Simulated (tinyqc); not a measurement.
Frequency dispersion of an accumulation capacitance by border traps, distributed model: one step of the calculation.

Traps spread evenly through the insulator exchange electrons with the semiconductor by tunnelling, with tau(x) = t0 exp(2 ka x) at depth x from the interface. The admittance per area Y seen at depth x obeys dY/dx = -Y^2/(i w eps0 eox) + q Nb ln(1 + i w tau)/tau, with Y(0) = i w Cs and w = 2 pi f; the gate sees Y(tox) = G + i w C. Working variable y = Y/(i w), in uF/cm^2. Cox = eps0 eox/tox.

Problem. Scales and lumped estimate. Cox; trap-free value 1/(1/Cox + 1/Cs); response depth d = ln(1/(w t0))/(2 ka), where w tau = 1; lumped estimate: all traps within d act as C_bt = q Nb d placed at d/2, so C = 1/{1/[1/(1/Cs + d/(2 eps0 eox)) + C_bt] + (tox - d/2)/(eps0 eox)}.

Values chosen for this exercise; permittivity close to that of silicon dioxide: relative permittivity of the insulator eox = 3.86; insulator thickness tox = 7.6 nm; semiconductor capacitance in accumulation Cs = 0.99 uF/cm^2; density of border traps Nb = 3.6e19 cm^-3 eV^-1; decay constant of the wave function in the insulator ka = 5.9 1/nm; time constant of a trap at the interface t0 = 8e-10 s; frequency f = 1e5 Hz.

Constants: q = 1.602176634e-19 C, eps0 = 8.8541878128e-14 F/cm where lengths are in cm. Results are converted to the units shown.

Wanted: Cox; trap-free C; d; C_bt; lumped C.

Solution.

Cox = 0.4497 uF/cm^2
trap-free C = 0.3092 uF/cm^2
d = 0.6437 nm
C_bt = 0.3713 uF/cm^2
lumped C = 0.3433 uF/cm^2

The traps within reach amount to 0.375 Cs and lie in the first 8.47 % of the insulator.

tinyqc, about 0.6 s, one thread, Intel Xeon 2.30GHz (shared host): `OMP_NUM_THREADS=1 python tinyqc.py 2202117 2202118 out.jsonl`
